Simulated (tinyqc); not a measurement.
Inside a calculation. Model: X-ray photoelectron analysis of a thin oxide on a semiconductor: attenuation lengths, thickness, angle series and band offsets. Computed by tinyqc, a small Python program that keeps every step. Command: `OMP_NUM_THREADS=1 python tinyqc.py 3114301 3114302 out.jsonl xps walk`. One thread of a shared host (Intel(R) Xeon(R) Processor @ 2.30GHz), about 0.01 s of CPU time with the checks. Intermediate numbers are printed to about 5 digits and carried at full precision; extremes and crossings named in words are read from the listed rows.

The same element is seen in the oxide and in the substrate, at nearly the same kinetic energy; films are flat and uniform, and the work function is ignored.

Inputs (values chosen for the exercise, modelled on SiO2 on 4H-SiC):

| quantity | value | unit |
|---|---|---|
| photon energy | 1486.6 | eV |
| binding energy of the core level | 100.5 | eV |
| oxide density | 2.21 | g/cm^3 |
| oxide formula mass | 60.08 | g/mol |
| valence electrons per oxide formula | 16 | - |
| oxide gap | 8.91 | eV |
| substrate density | 3.21 | g/cm^3 |
| substrate formula mass | 40.1 | g/mol |
| valence electrons per substrate formula | 8 | - |
| substrate gap | 3.26 | eV |
| oxide thickness d | 3.7 | nm |
| emission angle from the normal | 60 | degrees |
| attenuation length over inelastic mean free path | 0.92 | - |
| carbon overlayer | 0.87 | nm |
| counts in the two peaks together | 100000 | - |
| valence band offset used to make the data | 2.89 | eV |
| core level less valence band top, substrate | 98.89 | eV |
| core level less valence band top, thick oxide | 98.34 | eV |
| field in the oxide | 0.4 | MV/cm |

## Inelastic mean free paths

TPP-2M: lambda = E/(E_p^2 [b ln(c E) - C/E + D/E^2]) in angstrom, E_p = 28.8 sqrt(N_v rho/M), b = -0.10 + 0.944/sqrt(E_p^2 + E_g^2) + 0.069 rho^0.1, c = 0.191/sqrt(rho), U = N_v rho/M, C = 1.97 - 0.91 U, D = 53.4 - 20.8 U, with E = photon energy less binding energy in eV. Attenuation length L = factor x lambda.

kinetic energy E = 1386.1 eV

Terms:

| layer | E_p (eV) | b | c | lambda (nm) |
|---|---|---|---|---|
| oxide | 22.094 | 0.014319 | 0.12848 | 3.8793 |
| substrate | 23.047 | 0.018091 | 0.10661 | 2.9190 |

L in the oxide = 3.5690 nm

L in the substrate = 2.6855 nm

## Peak ratio

R_0 = (rho_o/M_o) L_o/((rho_s/M_s) L_s); peak ratio R = I_ox/I_sub = R_0 [exp(d/(L_o cos theta)) - 1]; hence d = L_o cos theta ln(1 + R/R_0). A carbon layer weakens both peaks alike, by exp(-d_C/(L_o cos theta)) if its L is taken equal to L_o. This R_0 leaves out intrinsic losses from the substrate peak, so calibrated values can be larger.

R_0 = 0.61069

d/(L_o cos theta) = 2.0734

ratio R = 4.2455

oxide share of the counts = 0.80936

attenuation by carbon = 0.61414

depth 3 L_o cos theta = 5.3535 nm

Caution: beyond about 60 degrees elastic scattering and roughness make a single attenuation length unreliable.

## Error budget of the thickness

With x = d/(L_o cos theta): d ln d/d ln R = (1 - exp(-x))/x = -d ln d/d ln R_0; counting error of R = 1/sqrt(N f (1 - f)), f the oxide share, which times the sensitivity gives that of d; an angle error adds tan(theta) d theta; d is proportional to L_o at fixed R_0. Assumed errors: 5 % in R_0, 1 degree, 5 % in L_o.

sensitivity to R = 0.42164

counting error of d = 0.33944 %

R_0 = 2.1082 %

angle = 3.0230 %

L_o = 5 %

The attenuation length is the largest of these terms.

## Angle series: uniform film or islands?

Islands: half of the surface carries 2 d and half none, R = R_0 (1/2)(1 - t)/(1/2 + t/2) with t = exp(-2 d/(L_o cos theta)); the apparent thickness is read with the uniform formula.

Against the angle:

| theta (degrees) | R, uniform | R, islands | apparent d, islands (nm) |
|---|---|---|---|
| 0 | 1.111 | 0.47425 | 2.0511 |
| 20 | 1.230 | 0.48956 | 1.9744 |
| 35 | 1.554 | 0.52067 | 1.8026 |
| 45 | 2.035 | 0.54891 | 1.6183 |
| 55 | 3.111 | 0.57867 | 1.3645 |
| 65 | 6.488 | 0.60171 | 1.0344 |
| 75 | 32.917 | 0.61028 | 0.6400 |

A uniform film gives d = 3.7 nm at every angle. The island film of the same volume reads 2.05 nm at normal emission and 0.640 nm at 75 degrees; its ratio cannot pass R_0, since the bare half always shows the substrate.

## Band offsets by core levels

Valence band offset = (E_core - E_v)(substrate) - (E_core - E_v)(oxide) + (core level separation at the interface, oxide less substrate). The separation is made here from the given offset; a uniform field F that raises the binding energy towards the surface shifts the oxide peak by e F <z>, <z> = d/(1 - exp(-x)) - d/x, x = d/(L_o cos theta), being the mean distance from the interface. Conduction band offset = oxide gap - substrate gap - valence band offset.

separation without field = 2.34 eV

<z> = 2.4477 nm

separation with field = 2.4379 eV

apparent valence band offset = 2.9879 eV

true conduction band offset = 2.76 eV

apparent conduction band offset = 2.6621 eV

The field biases both offsets by 0.098 eV, in opposite directions.

Checks made by the program: thickness recovered (relative difference below 1e-10).
